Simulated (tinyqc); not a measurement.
Chemical vapour deposition: Grove model, boundary layer, depletion and step coverage. Inputs raised by 10 %, one at a time. Computed by tinyqc, a small Python program. Command: `OMP_NUM_THREADS=1 python tinyqc.py 3004764 3004765 out.jsonl cvd sens`. One thread of a shared host (Intel(R) Xeon(R) Processor @ 2.30GHz), about 0.02 s of CPU time with the checks.

A precursor diffuses to the surface and reacts there at first order; each molecule that reacts adds one formula unit of film.

Inputs (values chosen for the exercise, close to those used for polysilicon from silane):
```
quantity                                            value                unit
prefactor k0 of k_s                               5.9e+07                cm/s
activation energy E                                  1.53                  eV
temperature T                                         650                   C
total pressure p                                       35                torr
mole fraction of the precursor Y                    0.011                   -
gas diffusivity D0 at 273.15 K and 760 torr          0.11              cm^2/s
film density N                                      5e+22  formula units/cm^3
precursor mass M                                       32                   u
trench width w                                      0.074                  um
aspect ratio of the trench                             27                   -
gas velocity U                                         11                cm/s
kinematic viscosity nu0 at 273.15 K and 760 torr     0.67              cm^2/s
susceptor length L                                     42                  cm
channel height b                                      3.6                  cm
```

Reactor: horizontal, reduced pressure.

Constants: k_B = 1.380649e-23 J/K; u = 1.6605390666e-27 kg; k_B = 8.617333262e-05 eV/K.

Method:
- k_s = k0 exp(-E/(k_B T)); C_g = Y p/(k_B T), 1 torr = 133.322 Pa; D = D0 (T/273.15)^1.75 (760/p).
- Temperatures in kelvin are T(C) + 273.15.
- Mean speed c = sqrt(8 k_B T/(pi M)); reactive sticking probability beta = 4 k_s/c.
- nu = nu0 (T/273.15)^1.75 (760/p); Re = U L/nu; mean boundary layer delta = (2/3) L/sqrt(Re), at most b/2; h_g = D/delta.
- Fluxes in series: C_s = C_g/(1 + k_s/h_g); growth rate G = k_s h_g/(k_s + h_g) C_g/N; 1 cm/s = 6e8 nm/min.
- Plug flow: U b dC/dx = -k_eff C with k_eff = k_s h_g/(k_s + h_g), so C falls as exp(-k_eff x/(U b)); the used share of the precursor is 1 - C(L)/C(0).
- In a long trench of width w and depth l = aspect ratio x w: Knudsen diffusivity D_K = (2w) c/3 (hydraulic diameter 2w), combined as 1/D_e = 1/D_K + 1/D; D_e d2C/dz2 = 2 k_s C/w with D_e dC/dz = -k_s C at the floor. With m = sqrt(2 k_s/(w D_e)): C(floor)/C(top) = 1/[cosh(m l) + (k_s/(D_e m)) sinh(m l)].

Runs; columns: (1) input moved; (2) from; (3) to; (4) growth rate G at the inlet (nm/min); (5) rate at the outlet over rate at the inlet; (6) modulus m l; (7) ratio k_s/h_g:
```
(1)                                                        (2)       (3)    (4)     (5)      (6)      (7)
base run                                                     -         -  12.37  0.7623  0.08642  0.02343
prefactor k0 of k_s (cm/s)                            59000000  64900000  13.57  0.7424  0.09064  0.02577
activation energy E (eV)                                  1.53     1.683   1.84  0.9604  0.03303  0.00342
gas diffusivity D0 at 273.15 K and 760 torr (cm^2/s)      0.11     0.121  12.39  0.7619  0.08635  0.02130
gas velocity U (cm/s)                                       11      12.1  12.37  0.7814  0.08642  0.02343
aspect ratio of the trench                                  27      29.7  12.37  0.7623  0.09506  0.02343
trench width w (um)                                      0.074    0.0814  12.37  0.7623  0.08650  0.02343
```

Exponents ln(y'/y) / ln(x'/x):
```
input                                        growth rate G at the inlet  rate at the outlet over rate at the inlet  modulus m l  ratio k_s/h_g
prefactor k0 of k_s                                               0.976                                     -0.278        0.500          1.000
activation energy E                                             -19.972                                      2.423      -10.090        -20.179
gas diffusivity D0 at 273.15 K and 760 torr                       0.022                                     -0.006       -0.009         -1.000
gas velocity U                                                    0.000                                      0.259        0.000          0.000
aspect ratio of the trench                                        0.000                                      0.000        1.000          0.000
trench width w                                                    0.000                                      0.000        0.010          0.000
```

To which inputs is each result most sensitive?

Among the inputs moved here: growth rate G at the inlet answers most in size to activation energy E (exponent -19.972), next to prefactor k0 of k_s (+0.976); its exponent is below 0.0005 for gas velocity U, aspect ratio of the trench, trench width w. Its exponent +0.976 in prefactor k0 of k_s: the surface reaction limits. Its exponent +0.022 in gas diffusivity D0 at 273.15 K and 760 torr: the surface reaction limits. Rate at the outlet over rate at the inlet answers most in size to activation energy E (exponent +2.423), next to prefactor k0 of k_s (-0.278); its exponent is below 0.0005 for aspect ratio of the trench, trench width w. Modulus m l answers most in size to activation energy E (exponent -10.090), next to aspect ratio of the trench (+1.000); its exponent is below 0.0005 for gas velocity U. Its exponent +1.000 in aspect ratio of the trench: the modulus is proportional to depth. Its exponent +0.010 in trench width w: Knudsen transport has no length scale but w. Ratio k_s/h_g answers most in size to activation energy E (exponent -20.179), next to prefactor k0 of k_s (+1.000); its exponent is below 0.0005 for gas velocity U, aspect ratio of the trench, trench width w.

Caution (all rows): the boundary layer is capped at b/2, so U, L and nu no longer affect h_g. Caution (all rows): the hydraulic-diameter form of D_K is rough for a slit.
